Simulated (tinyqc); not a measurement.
Course in time: spin coating of a resist or spin-on film: centrifugal thinning, evaporation and the final thickness (Emslie and Meyerhofer models). Computed by tinyqc, a small Python program. Command: `OMP_NUM_THREADS=1 python tinyqc.py 3113281 3113282 out.jsonl spincoat walk`. One thread of a shared host (Intel(R) Xeon(R) Processor @ 2.30GHz), about 0.1 s of CPU time with the checks.

A Newtonian film stays uniform over the wafer; solvent and solids have the same density and the concentration is uniform through the thickness.

Inputs (values chosen for the exercise, of the order of those of a polymer resist in an ester solvent):
```
quantity,value,unit
solids volume fraction c0,0.33,-
kinematic viscosity of the solvent nu_s,1.5,mm^2/s
viscosity constant k,710,mm^2/s
viscosity exponent gamma,2.6,-
spin speed f,2500,rpm
evaporation rate at 1000 rpm e0,0.081,micrometre/s
starting thickness h0,900,micrometre
wafer radius R,150,mm
shrinkage in the bake,5.9,%
```

Method:
- omega = 2 pi f/60; nu(c) = nu_s + k c^gamma; evaporation rate e = e0 sqrt(f/1000 rpm).
- Flow constant K = 2 omega^2/(3 nu(c0)); Reynolds number of the air omega R^2/nu_air with nu_air = 15 mm^2/s.
- Meyerhofer estimate: flow rules until (1 - c0) K h^3 = e, then evaporation alone: h_w = (e/((1 - c0) K))^(1/3), dry film c0 h_w.
- Full model for solids s and liquid l per area, h = s + l, c = s/h: ds/dt = -c Q, dl/dt = -(1 - c) Q - e, Q = 2 omega^2 h^3/(3 nu(c)); integrated adaptively (relative tolerance 1e-9) until l = 0.
- Dry film = s at l = 0, before the bake; film after the bake = s x (1 - shrinkage).
- Times are fractions of the time to dry.

omega = 261.799 1/s

evaporation rate e = 0.128072 micrometre/s

dry film = 1973.22 nm

dry film, estimate = 1837.32 nm

History:
```
fraction,t (s),h (micrometre),c,nu (mm^2/s),Q/e,s (nm)
0.003,1.1076e-01,63.682,0.33005,41.27,2.2326e+03,21018
0.010,3.6919e-01,34.939,0.33030,41.35,3.6801e+02,11540
0.030,1.1076e+00,20.174,0.33155,41.74,7.0180e+01,6689
0.100,3.6919e+00,11.022,0.33956,44.32,1.0779e+01,3743
0.200,7.3838e+00,7.733,0.35786,50.58,3.2619e+00,2767
0.350,1.2922e+01,5.706,0.39883,66.56,9.9587e-01,2276
0.500,1.8460e+01,4.557,0.45868,95.08,3.5516e-01,2090
0.700,2.5843e+01,3.432,0.58283,175.95,8.1979e-02,2000
0.900,3.3227e+01,2.450,0.80680,407.80,1.2860e-02,1976
```

What follows from these numbers?

Q/e drops below 1 between t = 7.4 and 13 s, when c has risen from 0.33 to about 0.399; after that row the solids fall by a further 13 %. The full model gives 1.07 times the two-stage estimate. Caution: above a Reynolds number of about 3e5 the air flow near the rim turns turbulent, and evaporation is no longer uniform.
